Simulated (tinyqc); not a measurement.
Inside a calculation. Method: tight binding, dimerised chain. Computed by tinyqc, a small Python program that keeps every step. Settings: t1 = 1.83, t2 = 0.85, delta = 0, points = 12, cells = 5. Command: `OMP_NUM_THREADS=1 python tinyqc.py 26846 26847 out.jsonl` (the two numbers bound the seeds that draw the settings). One thread of a shared host (Intel(R) Xeon(R) Processor @ 2.60GHz), about 0.01 s of CPU time with the checks.

## Bloch Hamiltonian at k

Parameters chosen for this model:
```
parameter     value                      unit
t1         1.830000       eV, inside the cell
t2         0.850000         eV, between cells
delta             0  eV, +/- on the two sites
```

k point k (2 pi / a): 0.4500

H_AA = +delta, H_BB = -delta, H_AB = -t1 - t2 exp(-i k a).

H(k) at k (eV):
```
                 A                B
A           0.0000  -1.0216+0.2627i
B  -1.0216-0.2627i           0.0000
```

## Levels at k

Diagonalise the Hermitian matrix.

eigenvalues (eV): -1.0548  1.0548

weights |c|^2 of the basis functions:
```
   band 1  band 2
A  0.5000  0.5000
B  0.5000  0.5000
```

## Bloch Hamiltonian at X

k point X (2 pi / a): 0.5000

As before.

H(k) at X (eV):
```
         A        B
A   0.0000  -0.9800
B  -0.9800   0.0000
```

## Levels at X

As before.

eigenvalues (eV): -0.9800  0.9800

weights |c|^2 of the basis functions:
```
   band 1  band 2
A  0.5000  0.5000
B  0.5000  0.5000
```

## Bands along a path

The same steps at evenly spaced points between the labelled ones.

Bands along the path (eV):
```
k          band 1  band 2
G         -2.6800  2.6800
G-X 0.20  -2.5668  2.5668
G-X 0.40  -2.2434  2.2434
G-X 0.60  -1.7635  1.7635
G-X 0.80  -1.2468  1.2468
X         -0.9800  0.9800
```

With 1 band(s) filled, the highest filled level on these points lies at X and the lowest empty one at X: a gap of 1.9600 eV, direct.

## Berry (Zak) phase of the lower band

On 12 points k_j = j/N: phase = -Im ln of the product of <u_j|u_(j+1)>, closed with u_N = u_0 (the cell-periodic part is taken without the site positions). Single arguments depend on the phases chosen for the u_j; only their sum modulo 2 pi does not.

Overlaps:
```
j   |<u_j|u_j+1>|  argument (rad)
0          0.9966         -0.0821
1          0.9971         -0.0757
2          0.9982         -0.0596
3          0.9997         -0.0239
4          0.9984          0.0560
5          0.9829          0.1853
6          0.9829          0.1853
7          0.9984          0.0560
8          0.9997         -0.0239
9          0.9982         -0.0596
10         0.9971         -0.0757
11         0.9966         -0.0821
```

phase / pi, folded into (-1, 1] = 0.0000

## Open chain of 5 cells

H of the open chain (eV), lower triangle:
```
          1        2        3        4        5        6        7        8
1    0.0000
2   -1.8300   0.0000
3    0.0000  -0.8500   0.0000
4    0.0000   0.0000  -1.8300   0.0000
5    0.0000   0.0000   0.0000  -0.8500   0.0000
6    0.0000   0.0000   0.0000   0.0000  -1.8300   0.0000
7    0.0000   0.0000   0.0000   0.0000   0.0000  -0.8500   0.0000
8    0.0000   0.0000   0.0000   0.0000   0.0000   0.0000  -1.8300   0.0000
9    0.0000   0.0000   0.0000   0.0000   0.0000   0.0000   0.0000  -0.8500
10   0.0000   0.0000   0.0000   0.0000   0.0000   0.0000   0.0000   0.0000

          9      10
9    0.0000
10  -1.8300  0.0000
```

The same hoppings without the wrap-around bond.

levels (eV): -2.5922  -2.3402  -1.9595  -1.5186  -1.1370  1.1370  1.5186  1.9595  2.3402  2.5922

weights of the highest filled level on the sites: 0.0804  0.0310  0.1405  0.0990  0.1490  0.1490  0.0990  0.1405  0.0310  0.0804

The bulk gap runs from -0.9800 to 0.9800 eV; no level of this chain lies inside it.
